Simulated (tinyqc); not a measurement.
Inside a calculation. Method: LCCD on RHF in the 6-31g basis, for H3+, spin multiplicity 1. One step of it, computed by the program tinyqc.

Question. Iteration 1: building the Fock matrix. J_ij = sum D_kl (ij|kl), K_ij = sum D_kl (ik|jl); F = H + J - 0.5 K; E = tr D H + tr D J / 2 - 0.25 tr D K + E_nn.

D at the start, lower triangle:
```
,1H 1s,1H 2s,2H 1s,2H 2s,3H 1s,3H 2s
1H 1s,0.050175
1H 2s,0.095839,0.183064
2H 1s,0.050226,0.095937,0.050277
2H 2s,0.095884,0.183148,0.095981,0.183233
3H 1s,0.039636,0.075709,0.039676,0.075744,0.031311
3H 2s,0.086492,0.165209,0.086580,0.165286,0.068325,0.149096
```

core Hamiltonian H = T + V (hartree), lower triangle:
```
,1H 1s,1H 2s,2H 1s,2H 2s,3H 1s,3H 2s
1H 1s,-1.110445
1H 2s,-1.042526,-1.200523
2H 1s,-0.358688,-0.611747,-1.110593
2H 2s,-0.611710,-0.910337,-1.042622,-1.200630
3H 1s,-0.283906,-0.549293,-0.284254,-0.549566,-1.079485
3H 2s,-0.556471,-0.858260,-0.556781,-0.858524,-1.022691,-1.179271
```

Two-electron integrals (ij|kl) in chemists' order, unique and non-zero (hartree):
```
i,j,k,l,(ij|kl)
1,1,1,1,1.076566
2,1,1,1,0.578470
2,1,2,1,0.329423
2,2,1,1,0.587396
2,2,2,1,0.361304
2,2,2,2,0.453150
3,1,1,1,0.110070
3,1,2,1,0.065379
3,1,2,2,0.076251
3,1,3,1,0.019844
3,2,1,1,0.172872
3,2,2,1,0.109523
3,2,2,2,0.144605
3,2,3,1,0.037196
3,2,3,2,0.084852
3,3,1,1,0.439709
3,3,2,1,0.285945
3,3,2,2,0.399456
3,3,3,1,0.110070
3,3,3,2,0.284196
3,3,3,3,1.076566
4,1,1,1,0.284196
4,1,2,1,0.163280
4,1,2,2,0.181613
4,1,3,1,0.037196
4,1,3,2,0.064294
4,1,3,3,0.172872
4,1,4,1,0.084852
4,2,1,1,0.348077
4,2,2,1,0.216987
4,2,2,2,0.280542
4,2,3,1,0.056001
4,2,3,2,0.117005
4,2,3,3,0.348077
4,2,4,1,0.117005
4,2,4,2,0.198546
4,3,1,1,0.285945
4,3,2,1,0.184694
4,3,2,2,0.255989
4,3,3,1,0.065379
4,3,3,2,0.163280
4,3,3,3,0.578470
4,3,4,1,0.109523
4,3,4,2,0.216987
4,3,4,3,0.329423
4,4,1,1,0.399456
4,4,2,1,0.255989
4,4,2,2,0.354154
4,4,3,1,0.076251
4,4,3,2,0.181613
4,4,3,3,0.587396
4,4,4,1,0.144605
4,4,4,2,0.280542
4,4,4,3,0.361304
4,4,4,4,0.453150
5,1,1,1,0.080182
5,1,2,1,0.048045
5,1,2,2,0.056839
5,1,3,1,0.011283
5,1,3,2,0.020328
5,1,3,3,0.054327
5,1,4,1,0.025438
5,1,4,2,0.037557
5,1,4,3,0.034921
5,1,4,4,0.047236
5,1,5,1,0.011321
5,2,1,1,0.146971
5,2,2,1,0.093748
5,2,2,2,0.125868
5,2,3,1,0.023247
5,2,3,2,0.047735
5,2,3,3,0.134042
5,2,4,1,0.050489
5,2,4,2,0.087611
5,2,4,3,0.086372
5,2,4,4,0.119026
5,2,5,1,0.024960
5,2,5,2,0.068565
5,3,1,1,0.054387
5,3,2,1,0.034962
5,3,2,2,0.047295
5,3,3,1,0.011298
5,3,3,2,0.025477
5,3,3,3,0.080315
5,3,4,1,0.020352
5,3,4,2,0.037609
5,3,4,3,0.048123
5,3,4,4,0.056928
5,3,5,1,0.008831
5,3,5,2,0.023303
5,3,5,3,0.011354
5,4,1,1,0.134067
5,4,2,1,0.086392
5,4,2,2,0.119064
5,4,3,1,0.023259
5,4,3,2,0.050525
5,4,3,3,0.147096
5,4,4,1,0.047749
5,4,4,2,0.087656
5,4,4,3,0.093825
5,4,4,4,0.125960
5,4,5,1,0.023279
5,4,5,2,0.067005
5,4,5,3,0.025013
5,4,5,4,0.068642
5,5,1,1,0.409717
5,5,2,1,0.267579
5,5,2,2,0.380606
5,5,3,1,0.067307
5,5,3,2,0.145464
5,5,3,3,0.409861
5,5,4,1,0.145431
5,5,4,2,0.272445
5,5,4,3,0.267669
5,5,4,4,0.380701
5,5,5,1,0.080182
5,5,5,2,0.254158
5,5,5,3,0.080315
5,5,5,4,0.254308
5,5,5,5,1.076566
6,1,1,1,0.254158
6,1,2,1,0.146221
6,1,2,2,0.162993
6,1,3,1,0.031027
6,1,3,2,0.053090
6,1,3,3,0.140435
6,1,4,1,0.074229
6,1,4,2,0.101419
6,1,4,3,0.090089
6,1,4,4,0.122576
6,1,5,1,0.024960
6,1,5,2,0.050226
6,1,5,3,0.018562
6,1,5,4,0.046395
6,1,5,5,0.146971
6,1,6,1,0.068565
6,2,1,1,0.320851
6,2,2,1,0.200394
6,2,2,2,0.260229
6,2,3,1,0.046470
6,2,3,2,0.093260
6,2,3,3,0.265619
6,2,4,1,0.104321
6,2,4,2,0.172261
6,2,4,3,0.169180
6,2,4,4,0.230365
6,2,5,1,0.039723
6,2,5,2,0.098018
6,2,5,3,0.035794
6,2,5,4,0.094708
6,2,5,5,0.320851
6,2,6,1,0.098018
6,2,6,2,0.174355
6,3,1,1,0.140494
6,3,2,1,0.090128
6,3,2,2,0.122635
6,3,3,1,0.031042
6,3,3,2,0.074270
6,3,3,3,0.254308
6,3,4,1,0.053113
6,3,4,2,0.101472
6,3,4,3,0.146306
6,3,4,4,0.163087
6,3,5,1,0.018549
6,3,5,2,0.046407
6,3,5,3,0.025013
6,3,5,4,0.050291
6,3,5,5,0.147096
6,3,6,1,0.045139
6,3,6,2,0.084612
6,3,6,3,0.068642
6,4,1,1,0.265653
6,4,2,1,0.169205
6,4,2,2,0.230411
6,4,3,1,0.046483
6,4,3,2,0.104360
6,4,3,3,0.320989
6,4,4,1,0.093277
6,4,4,2,0.172311
6,4,4,3,0.200478
6,4,4,4,0.260332
6,4,5,1,0.035754
6,4,5,2,0.094694
6,4,5,3,0.039795
6,4,5,4,0.098110
6,4,5,5,0.320989
6,4,6,1,0.084583
6,4,6,2,0.163129
6,4,6,3,0.098110
6,4,6,4,0.174476
6,5,1,1,0.267579
6,5,2,1,0.173735
6,5,2,2,0.244858
6,5,3,1,0.043542
6,5,3,2,0.093946
6,5,3,3,0.267669
6,5,4,1,0.093927
6,5,4,2,0.174148
6,5,4,3,0.173789
6,5,4,4,0.244915
6,5,5,1,0.048045
6,5,5,2,0.146221
6,5,5,3,0.048123
6,5,5,4,0.146306
6,5,5,5,0.578470
6,5,6,1,0.093748
6,5,6,2,0.200394
6,5,6,3,0.093825
6,5,6,4,0.200478
6,5,6,5,0.329423
6,6,1,1,0.380606
6,6,2,1,0.244858
6,6,2,2,0.342322
6,6,3,1,0.060007
6,6,3,2,0.130296
6,6,3,3,0.380701
6,6,4,1,0.130276
6,6,4,2,0.239313
6,6,4,3,0.244915
6,6,4,4,0.342383
6,6,5,1,0.056839
6,6,5,2,0.162993
6,6,5,3,0.056928
6,6,5,4,0.163087
6,6,5,5,0.587396
6,6,6,1,0.125868
6,6,6,2,0.260229
6,6,6,3,0.125960
6,6,6,4,0.260332
6,6,6,5,0.361304
6,6,6,6,0.453150
```

nuclear repulsion = 1.26407286 hartree

Give: Coulomb J; exchange K; Fock matrix F; total energy of this density.

Answer.

Coulomb J (hartree), lower triangle:
```
,1H 1s,1H 2s,2H 1s,2H 2s,3H 1s,3H 2s
1H 1s,1.070
1H 2s,0.659,0.842
2H 1s,0.168,0.353,1.071
2H 2s,0.353,0.594,0.659,0.842
3H 1s,0.124,0.304,0.125,0.304,0.999
3H 2s,0.316,0.550,0.317,0.551,0.621,0.811
```

exchange K (hartree), lower triangle:
```
,1H 1s,1H 2s,2H 1s,2H 2s,3H 1s,3H 2s
1H 1s,0.541
1H 2s,0.562,0.694
2H 1s,0.328,0.471,0.542
2H 2s,0.470,0.643,0.562,0.694
3H 1s,0.278,0.406,0.278,0.406,0.435
3H 2s,0.438,0.602,0.438,0.602,0.475,0.624
```

Fock matrix F (hartree), lower triangle:
```
,1H 1s,1H 2s,2H 1s,2H 2s,3H 1s,3H 2s
1H 1s,-0.311
1H 2s,-0.664,-0.705
2H 1s,-0.354,-0.494,-0.311
2H 2s,-0.494,-0.638,-0.665,-0.705
3H 1s,-0.299,-0.448,-0.299,-0.449,-0.298
3H 2s,-0.459,-0.609,-0.459,-0.609,-0.639,-0.680
```

total energy of this density = -1.14709 hartree
